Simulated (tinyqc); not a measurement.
Random telegraph noise from one oxide trap in a small MOSFET: effect of the temperature.

An acceptor-like trap exchanges electrons with the channel. Inversion charge Q = Cox u, u = n Vt W0(exp((Vg - VT)/(n Vt))), W0 the Lambert function, n = nf, Cox = eps0 eox/tox; linear regime Id = (W/L) mu Q Vd. Relative to threshold the surface potential rises by Vt ln(u/u0) and the oxide voltage by the rest of Vg - VT, with u0 = n Vt W0(1).

N = Cox u/q; dpsi = Vt ln(u/u0); E = E0 - dpsi - (xt/tox)(Vg - VT - dpsi); capture time tc = 1/[(N/zi) vth s0 exp(-xt/lt - EB/Vt)]; emission time te = tc exp(-E/Vt); occupancy te/(tc + te). A = W L; threshold step dV = q (1 - xt/tox)/(Cox A); gm/Id = 1/(u + n Vt); relative step dI/I = (gm/Id) dV + asc mu/A. fc = (1/tc + 1/te)/(2 pi); rms = (dI/I) sqrt(tc te)/(tc + te). VT, nf, vth and mu are held fixed.

Parameters, values chosen for the exercise; values of the order met in silicon transistors:
```
symbol  value        unit                                                                 meaning
eox       3.9              relative permittivity of the gate insulator (close to silicon dioxide)
tox       3.5          nm                                                     insulator thickness
xt        1.4          nm                            depth of the trap from the channel interface
E0       0.28          eV                   trap level above the channel Fermi level at threshold
s0      7e-15        cm^2                                                       capture prefactor
EB       0.32          eV                                    capture barrier (lattice relaxation)
lt       0.12          nm                                                 tunnelling decay length
vth     1.5e7        cm/s                                                        thermal velocity
zi        1.5          nm                                        thickness of the inversion layer
VT       0.38           V                                                       threshold voltage
nf        1.4                                                                         body factor
W          44          nm                                                              gate width
L         170          nm                                                             gate length
mu        210  cm^2/(V s)                                                                mobility
asc         0         V s                              scattering coefficient of the charged trap
Vd       0.05           V                                                           drain voltage
Vg       0.99           V                                                            gate voltage
```

Constants: q = 1.602176634e-19 C, kB = 1.380649e-23 J/K, Vt = kB T/q, eps0 = 8.8541878128e-14 F/cm where lengths are in cm. Results are converted to the units shown.

Result of one run:
```
E (eV)     tc (s)  te (s)  occupancy  dI/I (%)  fc (Hz)  rms dI/I (%)
-0.003231   2.428   2.903     0.5445    0.2334   0.1204        0.1162
```

Which temperature T gave this result: 210, 240, 300 or 330 K?

T = 210 K.

The whole series:
```
T (K)     E (eV)    tc (s)    te (s)  occupancy  dI/I (%)   fc (Hz)  rms dI/I (%)
180     8.107e-4     45.63     43.31     0.4869    0.2318  0.007163        0.1159
210    -0.003231     2.428     2.903     0.5445    0.2334    0.1204        0.1162
240    -0.007019    0.2697    0.3787     0.5840    0.2347     1.010        0.1157
270     -0.01059   0.04892   0.07710     0.6118    0.2358     5.318        0.1149
300     -0.01395   0.01250   0.02145     0.6317    0.2368     20.15        0.1142
330     -0.01714  0.004101  0.007494     0.6463    0.2375     60.04        0.1136
360     -0.02017  0.001622  0.003107     0.6570    0.2381     149.4        0.1130
390     -0.02305  7.403e-4  0.001470     0.6650    0.2386     323.3        0.1126
```

As T goes from 180 to 390, tc falls from 45.6 to 7.40e-4 s, te falls from 43.3 to 0.00147 s and dI/I rises from 0.232 to 0.239 %. Activation energies over the table: 0.318 eV for capture (EB = 0.32 eV, altered by the change of N) and 0.296 eV for emission.

Range of the model: VT is taken as given; short-channel effects and the uneven flow of current among few electrons are left out.

Program tinyqc, `OMP_NUM_THREADS=1 python tinyqc.py 2710031 2710032 out.jsonl`; Intel Xeon 2.30GHz, shared host, one thread, about 0.01 s.
